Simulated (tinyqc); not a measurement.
Low-temperature mobility of a two-dimensional electron gas with static screening: one step, computed by the program tinyqc. Command: `OMP_NUM_THREADS=1 python tinyqc.py 3009940 3009941 out.jsonl twodeg walk`. One thread of a shared host (Intel(R) Xeon(R) Processor @ 2.30GHz), about 0.01 s of CPU time with the checks.

One subband is filled, the gas is degenerate and scatters at the Fermi circle; one permittivity serves on both sides of the interface. All formulas are in SI units, masses times m_0. Piezoelectric and polar phonons are left out, and n_s is taken as set by a gate, independent of N_i.

Task: Remote charges. Form factors with u = q/b: screening G(q) = [1 + 9u/8 + 3u^2/8]/(1 + u)^3, remote charge P(q) = exp(-q d)/(1 + u)^3. Dielectric function eps(q) = 1 + q_TF G(q)/q, with q = 2 k_F sin(theta/2). Remote charges: <|U|^2> = N_i [e^2 P(q)/(2 eps eps_0 q)]^2. 1/tau_t = (m/(pi hbar^3)) int_0^pi (1 - cos theta) <|U|^2>/eps(q)^2 dtheta; the quantum rate 1/tau_q drops the factor (1 - cos theta); 200 Gauss-Legendre points in s with theta = pi s^2, s from 0 to 1; mu = e tau_t/m.

Inputs (values chosen for the exercise, modelled on a strained silicon well): in-plane mass m = 0.193 m_0; permittivity eps = 11.5; roughness height Delta = 0.42 nm; correlation length Lambda = 4.9 nm; remote charge density N_i = 2.6e+10 1/cm^2; distance d of the charges from the interface = 5.2 nm.

Wave function: Fang-Howard. Roughness spectrum: exponential.

k_F = 0.6139960 1/nm

b = 2.141741 1/nm

q_TF = 1.268581 1/nm

effective field F = 0.9544787 MV/cm

Constants: m_0 = 9.1093837015e-31 kg; hbar = 1.054571817e-34 J s; e = 1.602176634e-19 C; eps_0 = 8.8541878128e-12 F/m.

Give: tau_t, charges; tau_q, charges; remote-charge mobility; tau_t/tau_q, charges.

Result:

tau_t, charges = 4203.0 ps

tau_q, charges = 65.439 ps

remote-charge mobility = 3.8302e+07 cm^2/(V s)

tau_t/tau_q, charges = 64.228
